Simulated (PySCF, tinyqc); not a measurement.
Inside a calculation. Method: CCSD on RHF in the sto-3g basis, for Be, spin multiplicity 1. The lowest restricted solution is unstable here: a spin-polarised one lies 0.0012 hartree lower (PySCF). One step of it, computed by the program tinyqc.

Problem. Iteration 1: building the Fock matrix. J_ij = sum D_kl (ij|kl), K_ij = sum D_kl (ik|jl); F = H + J - 0.5 K; E = tr D H + tr D J / 2 - 0.25 tr D K + E_nn.

D at the start, order 1Be 1s, 1Be 2s, 1Be 2px, 1Be 2py, 1Be 2pz:
$$\begin{pmatrix}
2.161369 & -0.546042 & 0.000000 & 0.000000 & 0.000000 \\
-0.546042 & 2.122046 & 0.000000 & 0.000000 & 0.000000 \\
0.000000 & 0.000000 & 0.000000 & 0.000000 & 0.000000 \\
0.000000 & 0.000000 & 0.000000 & 0.000000 & 0.000000 \\
0.000000 & 0.000000 & 0.000000 & 0.000000 & 0.000000
\end{pmatrix}$$

core Hamiltonian H = T + V (hartree), order 1Be 1s, 1Be 2s, 1Be 2px, 1Be 2py, 1Be 2pz:
$$\begin{pmatrix}
-7.867117 & -1.932258 & 0.000000 & 0.000000 & 0.000000 \\
-1.932258 & -2.102157 & 0.000000 & 0.000000 & 0.000000 \\
0.000000 & 0.000000 & -1.634157 & 0.000000 & 0.000000 \\
0.000000 & 0.000000 & 0.000000 & -1.634157 & 0.000000 \\
0.000000 & 0.000000 & 0.000000 & 0.000000 & -1.634157
\end{pmatrix}$$

Two-electron integrals (ij|kl) in chemists' order, unique and non-zero (hartree):
```
(11|11) 2.298831   (21|11) 0.392036   (21|21) 0.079539   (22|11) 0.570988
(22|21) 0.143041   (22|22) 0.417683   (31|31) 0.014607   (32|31) 0.021888
(32|32) 0.092265   (33|11) 0.569578   (33|21) 0.143083   (33|22) 0.417589
(33|33) 0.449859   (41|41) 0.014607   (42|41) 0.021888   (42|42) 0.092265
(43|43) 0.024249   (44|11) 0.569578   (44|21) 0.143083   (44|22) 0.417589
(44|33) 0.401360   (44|44) 0.449859   (51|51) 0.014607   (52|51) 0.021888
(52|52) 0.092265   (53|53) 0.024249   (54|54) 0.024249   (55|11) 0.569578
(55|21) 0.143083   (55|22) 0.417589   (55|33) 0.401360   (55|44) 0.401360
(55|55) 0.449859
```

nuclear repulsion = 0 hartree

Give: Coulomb J; exchange K; Fock matrix F; total energy of this density.

Solution.

Coulomb J (hartree), order 1Be 1s, 1Be 2s, 1Be 2px, 1Be 2py, 1Be 2pz:
$$\begin{pmatrix}
5.7521 & 1.0640 & 0.0000 & 0.0000 & 0.0000 \\
1.0640 & 1.9642 & 0.0000 & 0.0000 & 0.0000 \\
0.0000 & 0.0000 & 1.9610 & 0.0000 & 0.0000 \\
0.0000 & 0.0000 & 0.0000 & 1.9610 & 0.0000 \\
0.0000 & 0.0000 & 0.0000 & 0.0000 & 1.9610
\end{pmatrix}$$

exchange K (hartree), order 1Be 1s, 1Be 2s, 1Be 2px, 1Be 2py, 1Be 2pz:
$$\begin{pmatrix}
4.7093 & 0.7957 & 0.0000 & 0.0000 & 0.0000 \\
0.7957 & 0.9020 & 0.0000 & 0.0000 & 0.0000 \\
0.0000 & 0.0000 & 0.2035 & 0.0000 & 0.0000 \\
0.0000 & 0.0000 & 0.0000 & 0.2035 & 0.0000 \\
0.0000 & 0.0000 & 0.0000 & 0.0000 & 0.2035
\end{pmatrix}$$

Fock matrix F (hartree), order 1Be 1s, 1Be 2s, 1Be 2px, 1Be 2py, 1Be 2pz:
$$\begin{pmatrix}
-4.4696 & -1.2661 & 0.0000 & 0.0000 & 0.0000 \\
-1.2661 & -0.5889 & 0.0000 & 0.0000 & 0.0000 \\
0.0000 & 0.0000 & 0.2251 & 0.0000 & 0.0000 \\
0.0000 & 0.0000 & 0.0000 & 0.2251 & 0.0000 \\
0.0000 & 0.0000 & 0.0000 & 0.0000 & 0.2251
\end{pmatrix}$$

total energy of this density = -14.440986 hartree

This density is the starting one; it is not idempotent, so its energy is not variational and may lie below the converged one.
